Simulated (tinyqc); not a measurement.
Inside a calculation. Method: CCSD on RHF in the sto-3g basis, for H3+, spin multiplicity 1. Computed by tinyqc, a small Python program that keeps every step (integrals from PySCF). Settings: charge = 1, multiplicity = 1, basis = sto-3g, method = RHF, energy threshold = 1e-10, iteration cap = 71, orthogonalisation = symmetric, start = Wolfsberg-Helmholz matrix, DIIS depth = 6, amplitude equations = CCSD, DIIS depth for amplitudes = 0, cap on updates = 50. Command: `OMP_NUM_THREADS=1 python tinyqc.py 24496 24497 out.jsonl` (the two numbers bound the seeds that draw the settings). One thread of a shared host (Intel(R) Xeon(R) Processor @ 2.60GHz), about 0.2 s of CPU time with the checks. The early iterations of the SCF are left out here.

## One-electron integrals

Geometry (angstrom):

| atom | x | y | z |
|---|---|---|---|
| H | 0.0000 | 0.0000 | 0.0000 |
| H | 0.0000 | 0.0000 | 1.1100 |
| H | 0.0000 | 0.9610 | 0.5550 |

Basis sto-3g: exponents (1/bohr^2) and contraction coefficients of normalised primitives:

| element | l (shell) | exponent | coefficient |
|---|---|---|---|
| H | s (1) | 3.4253 | 0.1543 |
| H | s (1) | 0.6239 | 0.5353 |
| H | s (1) | 0.1689 | 0.4446 |

Overlap, kinetic and nuclear-attraction integrals over the contracted functions; the nuclear repulsion is the sum of Za Zb / Rab.

nuclear repulsion = 1.430423 hartree

overlap S:
```
        1H 1s   2H 1s   3H 1s
1H 1s  1.0000  0.4341  0.4343
2H 1s  0.4341  1.0000  0.4343
3H 1s  0.4343  0.4343  1.0000
```

kinetic energy T (hartree):
```
        1H 1s   2H 1s   3H 1s
1H 1s  0.7600  0.0754  0.0755
2H 1s  0.0754  0.7600  0.0755
3H 1s  0.0755  0.0755  0.7600
```

nuclear attraction V (hartree):
```
         1H 1s    2H 1s    3H 1s
1H 1s  -2.1612  -0.8802  -0.8805
2H 1s  -0.8802  -2.1612  -0.8805
3H 1s  -0.8805  -0.8805  -2.1613
```

core Hamiltonian H = T + V (hartree):
```
         1H 1s    2H 1s    3H 1s
1H 1s  -1.4011  -0.8047  -0.8050
2H 1s  -0.8047  -1.4011  -0.8050
3H 1s  -0.8050  -0.8050  -1.4012
```

## Two-electron integrals

Functions are numbered as in S; the eight-fold symmetry (ij|kl) = (ji|kl) = (kl|ij) leaves the list below.

Two-electron integrals (ij|kl) in chemists' order, unique and non-zero (hartree):
```
(11|11) 0.7746   (21|11) 0.2615   (21|21) 0.1174   (22|11) 0.4437
(22|21) 0.2615   (22|22) 0.7746   (31|11) 0.2616   (31|21) 0.1043
(31|22) 0.2035   (31|31) 0.1175   (32|11) 0.2035   (32|21) 0.1043
(32|22) 0.2616   (32|31) 0.1043   (32|32) 0.1175   (33|11) 0.4438
(33|21) 0.2035   (33|22) 0.4438   (33|31) 0.2616   (33|32) 0.2616
(33|33) 0.7746
```

## Orthogonalisation

S = U s U^T; symmetric (Loewdin) form X = U s^(-1/2) U^T, so that X^T S X = 1.

eigenvalues of S: 0.5657  0.5659  1.8684

X:
```
         1H 1s    2H 1s    3H 1s
1H 1s   1.1301  -0.1992  -0.1993
2H 1s  -0.1992   1.1301  -0.1993
3H 1s  -0.1993  -0.1993   1.1302
```

## Starting guess

The start is the generalised Wolfsberg-Helmholz matrix (K = 1.75) built on H; D = 2 C_occ C_occ^T.

D at the start:
```
        1H 1s   2H 1s   3H 1s
1H 1s  0.3567  0.3567  0.3568
2H 1s  0.3567  0.3567  0.3568
3H 1s  0.3568  0.3568  0.3569
```

## Iteration 3 (converged): orbitals

converged F (hartree):
```
         1H 1s    2H 1s    3H 1s
1H 1s  -0.6936  -0.6347  -0.6349
2H 1s  -0.6347  -0.6936  -0.6349
3H 1s  -0.6349  -0.6349  -0.6937
```

Diagonalise F' = X^T F X, C = X C', fill 1 alpha and 1 beta electrons from the bottom; D = 2 C_occ C_occ^T. Each column has its largest component positive (the first on a tie).

F' = X^T F X (hartree):
```
         1        2        3
1  -0.4195  -0.3155  -0.3157
2  -0.3155  -0.4195  -0.3157
3  -0.3157  -0.3157  -0.4195
```

orbital energies (hartree): MO1 -1.0507, MO2 -0.1040, MO3 -0.1038

coefficients C:
```
          MO1      MO2      MO3
1H 1s  0.4224   0.9400  -0.5428
2H 1s  0.4224  -0.9400  -0.5428
3H 1s  0.4224   0.0000   1.0855
```

D after iteration 3:
```
        1H 1s   2H 1s   3H 1s
1H 1s  0.3568  0.3568  0.3568
2H 1s  0.3568  0.3568  0.3568
3H 1s  0.3568  0.3568  0.3569
```

## Convergence

Stop when the energy changes by less than 1e-10 hartree and every element of the error matrix X^T (F D S - S D F) X is below 3e-06.

Course of the cycle:

| iteration | E (hartree) | change | largest element of the error matrix |
|---|---|---|---|
| 1 | -1.231797 | - | 3.52e-05 |
| 2 | -1.231797 | -1.46e-09 | 4.18e-06 |
| 3 | -1.231797 | -2.09e-11 | 1.84e-11 |

PySCF RHF in the same basis = -1.231797 hartree

Converged in 3 iterations.

## Populations, bond orders and dipole

Mulliken: Z minus the diagonal of D S on the atom; Loewdin: the same with S^(1/2) D S^(1/2); Mayer order: 2 sum_s sum (D(s) S)_ij (D(s) S)_ji over the two atoms.

Charges (e):

| atom | Mulliken | Loewdin |
|---|---|---|
| 1H | 0.3334 | 0.3334 |
| 2H | 0.3334 | 0.3334 |
| 3H | 0.3332 | 0.3332 |

Mayer bond orders:

| pair | order |
|---|---|
| 2-1 | 0.4444 |
| 3-1 | 0.4445 |
| 3-2 | 0.4445 |

dipole moment about the origin, x y z (debye): 0.0000  1.5380  2.6658

## Integrals over molecular orbitals

(pq|rs) = sum C_ip C_jq C_kr C_ls (ij|kl), one index at a time.

one-electron integrals over orbitals h = C^T H C (hartree):
```
         1        2        3
1  -1.6115   0.0000   0.0000
2   0.0000  -1.0540   0.0000
3   0.0000   0.0000  -1.0539
```

Two-electron integrals over orbitals (pq|rs), unique and non-zero (hartree):
```
(11|11) 0.5607     (21|21) 0.1451     (22|11) 0.5475     (22|22) 0.6360
(31|11) 3.16e-05   (31|22) -0.0999    (31|31) 0.1451     (32|21) -0.0999
(32|32) 0.0788     (33|11) 0.5476     (33|22) 0.4784     (33|31) 0.0999
(33|33) 0.6360
```

## CCSD: starting amplitudes

t_ij^ab = <ij||ab> / (e_i + e_j - e_a - e_b), whose energy is MP2.

Starting amplitudes (spin orbitals 1a, 1b, ...; amplitudes related by a flip of all spins are not repeated):

| from | to | t |
|---|---|---|
| 1a 1b | 2a 2b | -0.0766 |
| 1a 1b | 3a 3b | -0.0766 |

correlation energy = -0.022223 hartree

## CCSD: amplitude update 1

t_i^a D_i^a and t_ij^ab D_ij^ab are set to the remaining terms of the spin-orbital equations, evaluated with the old amplitudes; for the doubles these are <ij||ab> + 1/2 <ab||ef> t_ij^ef + 1/2 <mn||ij> t_mn^ab + P(ij)P(ab) <mb||ej> t_im^ae + terms in t^2 + terms with t1, D the orbital-energy denominators.

Amplitudes after update 1 (spin orbitals 1a, 1b, ...; amplitudes related by a flip of all spins are not repeated):

| from | to | t |
|---|---|---|
| 1a 1b | 2a 2b | -0.1010 |
| 1a 1b | 3a 3b | -0.1010 |
| 1a | 3a | -5.29e-06 |

correlation energy = -0.029292 hartree

## CCSD: amplitude update 2

As before.

Amplitudes after update 2 (spin orbitals 1a, 1b, ...; amplitudes related by a flip of all spins are not repeated):

| from | to | t |
|---|---|---|
| 1a 1b | 2a 2b | -0.1083 |
| 1a 1b | 3a 3b | -0.1083 |
| 1a | 3a | -8.36e-06 |

correlation energy = -0.031431 hartree

## CCSD: convergence

E_corr = 1/4 sum <ij||ab> t_ij^ab + 1/2 sum <ij||ab> t_i^a t_j^b; stop when the norm of the change is below 1e-8.

Course of the amplitude iterations:

| update | correlation energy (hartree) | norm of the change |
|---|---|---|
| 0 | -0.022223 | - |
| 1 | -0.029292 | 6.89e-02 |
| 2 | -0.031431 | 2.09e-02 |
| 3 | -0.032068 | 6.21e-03 |
| 4 | -0.032256 | 1.84e-03 |
| 5 | -0.032312 | 5.44e-04 |
| 6 | -0.032329 | 1.61e-04 |
| 7 | -0.032333 | 4.76e-05 |
| 8 | -0.032335 | 1.41e-05 |
| 9 | -0.032335 | 4.16e-06 |
| 10 | -0.032335 | 1.23e-06 |
| 11 | -0.032335 | 3.64e-07 |
| 12 | -0.032336 | 1.08e-07 |
| 13 | -0.032336 | 3.19e-08 |
| 14 | -0.032336 | 9.50e-09 |

Converged amplitudes (spin orbitals 1a, 1b, ...; amplitudes related by a flip of all spins are not repeated):

| from | to | t |
|---|---|---|
| 1a 1b | 2a 2b | -0.1115 |
| 1a 1b | 3a 3b | -0.1114 |
| 1a | 3a | -1.09e-05 |

CCSD total energy = -1.264133 hartree

T1 diagnostic, norm of the one-spin t1 over sqrt(correlated electrons) = 7.74e-06

Converged in 14 updates.
